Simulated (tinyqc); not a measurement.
Chemical shift by three methods: effective-mass impurity with a central-cell term, in a basis of Slater functions. Computed by tinyqc, a small Python program. Command: `OMP_NUM_THREADS=1 python tinyqc.py 3006497 3006498 out.jsonl centralcell walk`. One thread of a shared host (Intel(R) Xeon(R) Processor @ 2.30GHz), about 0.01 s of CPU time with the checks.

The envelope obeys H = -nabla^2 - (2/r) [Z + A exp(-kappa r)] in effective units, with kappa = a*/lambda; positive A deepens the well near the core.

Inputs (values chosen for the exercise, with mass and screening modelled on InP):
```
quantity                    value      unit
effective mass m           0.0808       m_0
dielectric constant eps      12.5         -
charge Z of the core            2         -
central-cell strength A       -49         -
central-cell range lambda    0.74  angstrom
```

Impurity: donor, one isotropic band.

Constants: Ry = 13.605693123 eV; a_0 = 0.529177210903 angstrom.

Method:
- Units: Ry* = Ry m/eps^2 and a* = a_0 eps/m, with m in m_0.
- kappa = a*/lambda; the hydrogenic ground state is bound by Z^2 Ry*.
- For s functions exp(-zeta r), with s = zeta_i + zeta_j: S = 2/s^3, T = zeta_i zeta_j S, V = -2 Z/s^2, W = -2 A/(s + kappa)^2; each function is normalised by dividing by sqrt(S_ii S_jj).
- Large basis: zeta_i = 0.06 x 1.6^(i-1), i = 1..22, same formulas; for p functions r exp(-zeta r): S = 24/s^5, T = zeta_i zeta_j S (centrifugal term included), V = -12 Z/s^4, W = -12 A/(s + kappa)^4; overlap eigenvalues below 1e-11 are dropped.
- First order: shift = 8 A Z^3/(2 Z + kappa)^2 Ry*. One exponent: minimise zeta^2 - 2 Z zeta - 8 A zeta^3/(2 zeta + kappa)^2 by golden section on 0.2 to 6 Z. All shifts are the binding beyond Z^2 Ry*.

kappa = 110.629 1/a*

Ry* = 7.03578 meV

hydrogenic binding energy = 28.1431 meV

Shift of the 1s binding energy (meV):
```
A      first order  one exponent  large basis
49.0        1.6792        1.9389       4.0820
24.5        0.8396        0.8983       1.1764
-4.9       -0.1679       -0.1658      -0.1591
-12.2      -0.4181       -0.4053      -0.3677
-24.5      -0.8396       -0.7899      -0.6600
-49.0      -1.6792       -1.4943      -1.0954
-61.2      -2.0973       -1.8183      -1.2641
```

What follows from these numbers?

The three columns are ordered, first order <= one exponent <= large basis, since each is a variational bound with more freedom. At the largest attractive A first order gives 41 % and one exponent 47 % of the shift; at the most repulsive A the true shift is -1.264 meV against -2.097. Attraction pulls the envelope in and feeds itself, repulsion pushes it out and saturates.

Extremes, crossings and ranges named in words are read from the listed rows.
